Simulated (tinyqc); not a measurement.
One-dimensional ballistic tunnel FET, two-band WKB: one step of the calculation.

A p-type source for x < 0 with its Fermi level at 0 and its valence edge at ds; in the channel the bands fall as D exp(-x/lam) towards their flat values, with the conduction edge at Ec = ds - dP and D = dP + Eg. The gate moves dP one to one. The drain Fermi level lies at -Vd and the drain side reflects nothing. For w = E - Ec between 0 and dP an electron crosses the gap. Two-band dispersion with equal masses m: inside the gap kappa = sqrt(m u (1 - u/Eg)/C), u the distance from a band edge, C = hbar^2/(2 m0).

Task. Current on a coarse grid. S(w) = 2 lam int_0^Eg kappa(u) du/(w + Eg - u) = 2 pi lam sqrt(m/(C Eg)) [w + Eg/2 - sqrt(w (w + Eg))], T(w) = exp(-S). I = g (2 q^2/h) int_0^dP T(w) [f(E) - f(E + Vd)] dw, E = ds - dP + w, f(x) = 1/(1 + exp(x/Vt)). Simpson's rule on nE equally spaced points.

Inputs (values chosen for the exercise); band and dielectric values those of a made-up semiconductor: temperature T = 300 K; band gap Eg = 0.909 eV; band-edge mass of the two-band model m = 0.039 m0; screening length of the source junction lam = 4.5 nm; source valence edge above the source Fermi level ds = 0.16 eV; drain bias Vd = 0.3 V; number of degenerate subbands (spin apart) g = 1; tunnelling window Ev(source) - Ec(channel) dP = 0.46 eV; points of the energy grid nE = 11.

Constants: q = 1.602176634e-19 C, kB = 1.380649e-23 J/K, hbar = 1.054571817e-34 J s, h = 6.62607015e-34 J s, m0 = 9.1093837015e-31 kg, Vt = kB T/q, hbar^2/(2 m0) = 0.0380998212 eV nm^2. Results are converted to the units shown.

Wanted: w; T(w); difference of the f; I.

Result.

```
point   w (eV)       T(w)  difference of the f
0      0.00000  1.1956e-6              0.49999
1      0.04600  1.6193e-4              0.85556
2      0.09200  6.8096e-4              0.97199
3      0.13800  0.0017079              0.99332
4      0.18400  0.0033388              0.98806
5      0.23000  0.0056234              0.93734
6      0.27600  0.0085750              0.71672
7      0.32200   0.012180              0.29922
8      0.36800   0.016408             0.067209
9      0.41400   0.021215             0.012012
10     0.46000   0.026552            0.0020475
```

I = 0.079000 uA

tinyqc, about 0.01 s, one thread, Intel Xeon 2.30GHz (shared host): `OMP_NUM_THREADS=1 python tinyqc.py 2620087 2620088 out.jsonl`
